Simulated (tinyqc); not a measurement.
# Bias-temperature instability, empirical power law with universal recovery: what changes with what

Threshold-voltage shift at the end of a stress: dV = A (V/V0)^g exp[-(Ea q/kB)(1/T - 1/T0)] (t/1 s)^n. After a delay tr the permanent share pp stays and the rest falls by r = 1/(1 + B (tr/t)^be). An empirical model: its parameters are fits, not properties.

Inputs (values chosen for the exercise):
- V0 = 1.5 V (reference stress voltage)
- T0 = 373 K (reference temperature)
- A = 4.9 mV (shift after 1 s at V0 and T0)
- n = 0.21 (time exponent)
- g = 3.6 (voltage exponent)
- Ea = 0.18 eV (apparent activation energy of the shift)
- pp = 0.44 (permanent share)
- B = 1.1 (recovery scale)
- be = 0.17 (recovery dispersion)
- V = 0.72 V (use voltage)
- T = 378 K (use temperature)
- dc = 70 mV (failure criterion)
- ts = 100 s (stress time)

Constants: q = 1.602176634e-19 C, kB = 1.380649e-23 J/K. Results are converted to the units shown.

Each table varies one quantity; the others keep the values above.

## Effect of the measurement delay

At V0 and T0. The apparent n comes from the measured shifts at ts/100 and ts, and the projection extends that line from ts to ten years (3.15576e8 s).

The same in every row: true shift (mV) = 298.5.

Effect of the measurement delay:

| tr (s) | share left at ts | apparent n | projected shift (mV) |
|---|---|---|---|
| 1e-6 | 0.9743 | 0.2162 | 319.3 |
| 1e-5 | 0.9629 | 0.2188 | 327.8 |
| 0.0001 | 0.9468 | 0.2221 | 338.9 |
| 0.001 | 0.9247 | 0.2263 | 352.2 |
| 0.01 | 0.8954 | 0.2310 | 366.3 |
| 0.1 | 0.8579 | 0.2360 | 377.9 |
| 1 | 0.8126 | 0.2403 | 382.0 |
| 10 | 0.7612 | 0.2432 | 373.6 |

Read the table: what changes, and by how much?

The share left falls from 0.974 to 0.761 and the apparent n rises from 0.216 to 0.243. The projection is 7.0 % above the true ten-year shift in the first row and 25 % above it in the last: a lower start and a steeper slope work against each other.

## Lifetime against voltage

Same model as above.

The lifetime solves dV = dc; ten years are 3.15576e8 s.

Results:

| V (V) | shift after ten years (mV) | lifetime (years) |
|---|---|---|
| 0.6 | 11.87 | 4.667e4 |
| 0.73 | 24.06 | 1618 |
| 0.86 | 43.40 | 97.46 |
| 0.99 | 72.03 | 8.725 |
| 1.24 | 162.0 | 0.1838 |
| 1.37 | 232.0 | 0.03328 |
| 1.5 | 321.5 | 0.007035 |

Estimate the missing row, V = 1.11 V.

Computed row:

| V (V) | shift after ten years (mV) | lifetime (years) |
|---|---|---|
| 1.11 | 108.7 | 1.227 |

With this row back in the table: The shift goes as V^3.6 and the lifetime as V^(-17.1): 5 % more voltage adds 19.2 % to the shift and divides the lifetime by 2.31. 3 of the 8 rows pass ten years. For V = 0.6, 0.73 the lifetime is a formal extrapolation far beyond any test.

## Effect of the time exponent at a fixed measured point

Same model as above.

A is rescaled so that the shift at ts, V0 and T0 stays the same.

Effect of the time exponent at a fixed measured point:

| nx | A (mV) | shift after ten years (mV) | lifetime (years) |
|---|---|---|---|
| 0.1 | 8.1320 | 4.4131 | 1.0082e13 |
| 0.125 | 7.2476 | 6.4154 | 2.0091e9 |
| 0.15 | 6.4595 | 9.3261 | 6.8546e6 |
| 0.175 | 5.7570 | 13.557 | 1.1853e5 |
| 0.2 | 5.1309 | 19.709 | 5652.1 |
| 0.225 | 4.5729 | 28.651 | 530.02 |
| 0.25 | 4.0756 | 41.650 | 79.790 |
| 0.275 | 3.6324 | 60.546 | 16.948 |
| 0.3 | 3.2374 | 88.017 | 4.6606 |

Read the table: what changes, and by how much?

The ten-year shift rises from 4.41 to 88.0 mV and the lifetime falls from 1.01e13 to 4.66 years: an error of 0.025 in the exponent changes the shift by a factor of 1.45 over the 6.50 decades from ts to ten years. For nx = 0.1, 0.125, 0.15, 0.175, 0.2 the lifetime is a formal extrapolation far beyond any test.

Computed by the program tinyqc: `OMP_NUM_THREADS=1 python tinyqc.py 2070023 2070024 out.jsonl`, one thread of a shared Intel Xeon 2.30GHz, about 0.01 s for the whole run.
